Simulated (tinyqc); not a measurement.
Resistance of a tapered via with liner, size effect and interface: one step of the calculation.

A round via whose diameter grows from db at the bottom as D(z) = db + 2 z/tan(ang). The fill, of diameter D - 2 tl, starts above the bottom liner (thickness fb tl) and has rho = rho0 (1 + ks lam/(D - 2 tl)); the sidewall liner conducts in parallel with it. The bottom liner and the interface are crossed over the full area pi db^2/4. Spreading in the lines above and below is left out.

Task. Slices of the via. Slices between z0 = fb tl and hv, evaluated at their midpoints: conductance per length pi/4 [(D - 2 tl)^2/rho + (D^2 - (D - 2 tl)^2)/rl], slice resistance = slice height over that. 8 slices.

Values chosen for this exercise; fill metal close to copper: diameter at the bottom db = 32 nm; height hv = 87 nm; sidewall angle ang = 86 degrees; bulk resistivity of the fill rho0 = 1.66 uohm cm; mean free path of the fill lam = 40.1 nm; size-effect factor ks = 1.5; liner on the sidewall tl = 2.5 nm; liner at the bottom over that on the sidewall fb = 1; resistivity of the liner rl = 590 uohm cm.

Wanted: z; D; rho; slice resistance.

Result.

| slice | z (nm) | D (nm) | rho (uohm cm) | slice resistance (ohm) |
|---|---|---|---|---|
| 0 | 7.7812 | 33.088 | 5.2148 | 0.88590 |
| 1 | 18.344 | 34.565 | 5.0372 | 0.77258 |
| 2 | 28.906 | 36.043 | 4.8765 | 0.67861 |
| 3 | 39.469 | 37.520 | 4.7304 | 0.59997 |
| 4 | 50.031 | 38.997 | 4.5970 | 0.53358 |
| 5 | 60.594 | 40.474 | 4.4747 | 0.47711 |
| 6 | 71.156 | 41.951 | 4.3622 | 0.42874 |
| 7 | 81.719 | 43.429 | 4.2583 | 0.38702 |

tinyqc, about 0.01 s, one thread, Intel Xeon 2.30GHz (shared host): `OMP_NUM_THREADS=1 python tinyqc.py 2750193 2750194 out.jsonl`
